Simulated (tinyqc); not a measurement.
What the s* orbital does: sp3s* tight binding with spin-orbit coupling.

sp3s* tight binding, nearest neighbours only: anion (a) at 0, cation (c) at a/4 (1,1,1), orbitals s, px, py, pz, s* on each; k in units of 2 pi/a. With phases e_j = exp(i (pi/2) k.n_j) for n = (1,1,1), (1,-1,-1), (-1,1,-1), (-1,-1,1): g0 = (e1+e2+e3+e4)/4, g1 = (e1+e2-e3-e4)/4, g2 = (e1-e2+e3-e4)/4, g3 = (e1-e2-e3+e4)/4. The diagonal holds the levels Esa, Epa, Exa (s*) and Esc, Epc, Exc. Anion-cation block: <sa|sc> = Vss g0; <sa|xc> = Vsapc g1; <xa|sc> = -Vscpa g1; <xa|xc> = Vxx g0; <xa|yc> = <ya|xc> = Vxy g3, <xa|zc> = <za|xc> = Vxy g2, <ya|zc> = <za|yc> = Vxy g1; <s*a|xc> = Vxapc g1; <xa|s*c> = -Vpaxc g1; y and z take g2 and g3 in place of g1; s-s* and s*-s* vanish.

Spin-orbit coupling acts within the p shell of each atom as (D/3) L.sigma, D = Da or Dc: it puts four states at Ep + D/3 and two at Ep - 2D/3.

Parameters, chosen for this exercise (near a published set for Si, fitted to gaps, whose masses and valley positions are rough; spin-orbit coupling, where it is added without a refit, lifts the valence top and shrinks all gaps by about a third of the splitting; not measured data):
- Esa = -4.202 eV (s level of the anion)
- Epa = 1.718 eV (p level of the anion)
- Esc = -4.202 eV (s level of the cation)
- Epc = 1.718 eV (p level of the cation)
- Exa = 6.674 eV (s* level of the anion)
- Exc = 6.674 eV (s* level of the cation)
- Vss = -8.287 eV (s-s)
- Vxx = 1.711 eV (px-px)
- Vxy = 4.578 eV (px-py)
- Vsapc = 5.718 eV (s anion, p cation)
- Vscpa = 5.718 eV (s cation, p anion)
- Vxapc = 5.386 eV (s* anion, p cation)
- Vpaxc = 5.386 eV (p anion, s* cation)
- Da = 0.043 eV (atomic spin-orbit splitting, anion)
- Dc = 0.043 eV (the same, cation)

The s* couplings Vxapc and Vpaxc are scaled by f; f = 0 is the plain sp3 model. Gaps from the top of the valence band at Gamma; the Delta value is the minimum on (x,0,0), 0.5 <= x <= 1.

Gaps (eV):
```
f,Gamma,Delta,L,x of the minimum
0.00,3.3790,4.0620,3.9936,0.500
0.25,3.3790,3.7716,3.8062,0.500
0.50,3.3790,3.1103,3.3855,0.561
0.75,3.3790,2.1539,2.9091,0.699
1.00,3.3790,1.1331,2.4566,0.732
1.10,3.3790,0.7275,2.0515,0.736
```

Give the missing row, f = 0.90.

Computed row:
```
f      Gamma   Delta       L  x of the minimum
0.90  3.3790  1.5415  2.6322             0.724
```

The gap at Gamma stays, since g1 to g3 vanish there. From f = 0 to 1 the s* levels lower the Delta value by 2.929 eV and L by 1.537 eV. For f = 0 and 0.25 the least value lies at x = 0.5, the end of the range: any valley further out lies above that value until s* has lowered it enough. The lowest of the three is Gamma at f = 0 and the Delta line at f = 1.

(tinyqc, `OMP_NUM_THREADS=1 python tinyqc.py 1450913 1450914 out.jsonl`, Intel(R) Xeon(R) Processor @ 2.30GHz, 1 thread, shared host, about 0.3 s.)
